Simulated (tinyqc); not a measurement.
## Current crowding under a contact, resistor ladder against the transmission-line model: effect of the contact resistivity

A metal contact of length d and width W on a thin layer of the same width. The metal has no resistance, the sheet resistance under it equals Rsh, and current enters the layer at the front edge x = 0.

Transfer length Lt = sqrt(rc/Rsh); front resistance Rc = (Rsh Lt/W) coth(d/Lt); end resistance Re = (Rsh Lt/W)/sinh(d/Lt).

Inputs (values chosen for the exercise):
```
symbol,value,unit,meaning
Rsh,1000,ohm/sq,sheet resistance of the semiconductor layer
d,0.9,um,contact length
W,240,um,contact width
```

Effect of the contact resistivity:

| rc (ohm cm^2) | Lt (um) | d/Lt | Rc W (ohm um) |
|---|---|---|---|
| 4.9e-7 | 0.2214 | 4.066 | 221.5 |
| 1.2e-6 | 0.3464 | 2.598 | 350.3 |
| 2.8e-6 | 0.5292 | 1.701 | 565.6 |
| 6.9e-6 | 0.8307 | 1.083 | 1046 |
| 1.7e-5 | 1.304 | 0.6903 | 2180 |
| 4e-5 | 2.000 | 0.4500 | 4740 |
| 9.6e-5 | 3.098 | 0.2905 | 1.096e4 |
| 0.00023 | 4.796 | 0.1877 | 2.585e4 |
| 0.00056 | 7.483 | 0.1203 | 6.252e4 |
| 0.0013 | 11.40 | 0.07894 | 1.447e5 |

Rc W rises from 221 to 1.45e5 ohm um, as rc^(0.51) between the first two rows (d/Lt = 4.1) and rc^(1.00) between the last two (d/Lt = 0.079); a long contact gives the power 1/2 and a short one 1.

tinyqc, about 0.01 s, one thread, Intel Xeon 2.30GHz (shared host): `OMP_NUM_THREADS=1 python tinyqc.py 2760045 2760046 out.jsonl`
